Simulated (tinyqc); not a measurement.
Comparisons within one model: carrier statistics of a doped semiconductor with parabolic bands. A value that a table varies takes the place of the one given here.

Eg(T) = Eg0 - al T^2/(T + be); m_de = Mv^(2/3) (ml mt^2)^(1/3); m_dh = (mhh^(3/2) + mlh^(3/2))^(2/3); Nc and Nv from N = 2 (m kB T/(4 pi c))^(3/2) with c = hbar^2/2m0, in 1/angstrom^3; times 1e24 for 1/cm^3.

Energies are counted from Ev, so Ec = Eg. n = Nc F_1/2((EF - Eg)/kT), p = Nv F_1/2(-EF/kT), ND+ = ND/(1 + 2 exp((EF - Eg + ED)/kT)), NA- = NA/(1 + 4 exp((EA - EF)/kT)); neutrality asks p + ND+ = n + NA-. F_j(eta) = (1/Gamma(j + 1)) integral_0^infinity x^j dx/(1 + exp(x - eta)), which tends to exp(eta) for eta << 0.

Constants: hbar^2/2m0 = 3.80998211 eV angstrom^2; kB = 8.617333262e-05 eV/K.

Inputs chosen for the exercise (near those of Si; the results hold for these values, not for the real material):

| symbol | value | unit | meaning |
|---|---|---|---|
| Eg0 | 1.179 | eV | gap at 0 K |
| al | 0.000472 | eV/K | Varshni alpha |
| be | 649 | K | Varshni beta |
| ml | 0.907 | m0 | longitudinal electron mass |
| mt | 0.185 | m0 | transverse electron mass |
| Mv | 6 |  | equivalent valleys |
| mhh | 0.529 | m0 | heavy-hole mass |
| mlh | 0.153 | m0 | light-hole mass |
| ND | 4e+12 | 1/cm^3 | donors |
| NA | 1.2e+18 | 1/cm^3 | acceptors |
| ED | 0.0457 | eV | donor level below Ec |
| EA | 0.0437 | eV | acceptor level above Ev |
| T | 300 | K |  |

## Temperature

Neutrality solved at each temperature; ni = sqrt(Nc Nv) exp(-Eg/2kT).

Carriers (1/cm^3):

| T (K) | EF (eV) | n | p | majority / \|ND - NA\| | ni | Eg (eV) |
|---|---|---|---|---|---|---|
| 30 | 0.0221 | <1e-99 | 6.75e+13 | 5.62e-05 | 5.71e-82 | 1.1784 |
| 50 | 0.0239 | 9.84e-99 | 2.99e+15 | 0.00249 | 5.43e-42 | 1.1773 |
| 77 | 0.0271 | 2.50e-57 | 2.42e+16 | 0.0202 | 7.80e-21 | 1.1751 |
| 120 | 0.0338 | 1.27e-29 | 1.06e+17 | 0.0879 | 1.17e-06 | 1.1702 |
| 200 | 0.0503 | 1.90e-09 | 3.22e+17 | 0.268 | 2.49e+04 | 1.1568 |
| 300 | 0.0766 | 45.3 | 5.66e+17 | 0.472 | 5.11e+09 | 1.1342 |
| 450 | 0.1250 | 7.21e+08 | 8.05e+17 | 0.671 | 2.42e+13 | 1.0920 |
| 600 | 0.1813 | 4.34e+12 | 9.38e+17 | 0.781 | 2.03e+15 | 1.0430 |
| 800 | 0.2647 | 4.13e+15 | 1.04e+18 | 0.864 | 6.57e+16 | 0.9705 |
| 1000 | 0.3388 | 2.61e+17 | 1.32e+18 | 1.10 | 5.89e+17 | 0.8928 |

What does this show, and why?

Ionisation is incomplete: the majority density is below 90 % of the net doping at 30, 50, 77, 120, 200, 300, 450, 600 and 800 K, down to a share of 5.6e-05. No listed temperature gives a majority density within 10 % of the net doping. At 1000 K thermal pairs lift it more than 10 % above the net doping; ni has reached 5.89e+17 1/cm^3 at 1000 K against a net doping of 1.20e+18. EF goes from 0.022 eV to 0.339 eV, where midgap is 0.446 eV and the intrinsic level (Boltzmann) 0.409 eV.

## Doping level

Only acceptors are present (ND = 0); eta is the distance of EF beyond the valence edge in units of kT.

Neutral state:

| NA (1/cm^3) | EF (eV) | majority (1/cm^3) | ionised share | eta |
|---|---|---|---|---|
| 1.0e+14 | 0.3005 | 1.00e+14 | 1.000 | -11.62 |
| 1.0e+15 | 0.2410 | 9.98e+14 | 0.998 | -9.32 |
| 1.0e+16 | 0.1819 | 9.81e+15 | 0.981 | -7.04 |
| 1.0e+17 | 0.1258 | 8.57e+16 | 0.857 | -4.87 |
| 1.0e+18 | 0.0798 | 5.02e+17 | 0.502 | -3.09 |
| 3.0e+18 | 0.0616 | 9.99e+17 | 0.333 | -2.38 |
| 1.0e+19 | 0.0432 | 1.97e+18 | 0.197 | -1.67 |
| 3.0e+19 | 0.0272 | 3.49e+18 | 0.116 | -1.05 |

What can be read from the table?

The impurity level lies at 0.0437 eV. The ionised share falls from 1.000 to 0.116 as EF passes through it between 3e+18 and 1e+19 1/cm^3 (share 1/5 there); it is below one half from 3e+18 1/cm^3 on. Over the last two rows the doping grows threefold and the majority density by a factor 1.77. EF comes within 3 kT of the majority band edge from 3e+18 1/cm^3 on. Above roughly 8e+18 1/cm^3 (N^(1/3) a = 0.26, with the radius a = sqrt(c/(m E)) from the ionisation energy E and the mass mhh) the levels merge with the band and real ionisation is complete; sharp levels then overstate freeze-out.

## What each input does

Neutrality solved anew for each case. Each row changes one parameter from the base and keeps the others.

Results:

| case | EF (eV) | n (1/cm^3) | p (1/cm^3) |
|---|---|---|---|
| base | 0.0766 | 45.3 | 5.66e+17 |
| T = 280 K | 0.0709 | 1.42 | 5.23e+17 |
| ND = 2e+12 1/cm^3 | 0.0766 | 45.3 | 5.66e+17 |
| NA = 1.56e+18 1/cm^3 | 0.0722 | 38.2 | 6.70e+17 |
| Eg0 = 1.229 eV | 0.0766 | 6.55 | 5.66e+17 |
| mt = 0.222 m0 | 0.0766 | 54.4 | 5.66e+17 |
| mhh = 0.6348 m0 | 0.0808 | 53.3 | 6.14e+17 |
| EA = 0.0655 eV | 0.0848 | 62.2 | 4.14e+17 |

How do the results move?

The largest shifts from the base row, up to three for each result and ties (the steps differ in size, so this ranks the rows, not the parameters). EF (eV): EA +0.0082, T -0.0057, NA -0.0044; unchanged at the printed digits by ND, Eg0 and mt. n (1/cm^3): T -43.9, Eg0 -38.8, EA +16.9; unchanged at the printed digits by ND. p (1/cm^3): EA -1.52e+17, NA +1.04e+17, mhh +4.84e+16; unchanged at the printed digits by ND, Eg0 and mt.

(tinyqc, `OMP_NUM_THREADS=1 python tinyqc.py 1652302 1652303 out.jsonl`, Intel(R) Xeon(R) Processor @ 2.30GHz, 1 thread, shared host, about 0.01 s.)
